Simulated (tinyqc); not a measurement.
Crystal pulling from the melt: segregation, interface stability, heat balance and point-defect regime: one step, computed by the program tinyqc. Command: `OMP_NUM_THREADS=1 python tinyqc.py 3029865 3029866 out.jsonl pull walk`. One thread of a shared host (Intel(R) Xeon(R) Processor @ 2.30GHz), about 0.01 s of CPU time with the checks.

A dilute solute; steady pulling with a flat interface unless it is found unstable.

Task: Concentration at the frozen fraction g. Axial profile: C_s = k_eff C0 (1 - g)^(k_eff - 1); bulk melt C_L = C_s/k_eff. Usable fraction: the g at which C_s has changed by 30 % from its first value (0.99 at most).

Inputs (values chosen for the exercise, modelled on antimony in silicon): initial melt concentration C0 = 3.7e+18 1/cm^3; frozen fraction g = 0.61.

Loss from the melt surface: none.

k_eff = 0.03161177

Give: C_s; C_L; usable fraction.

Result:

C_s = 2.9111e+17 1/cm^3

C_L = 9.2089e+18 1/cm^3

usable fraction = 0.23733

C_s rises along the crystal.
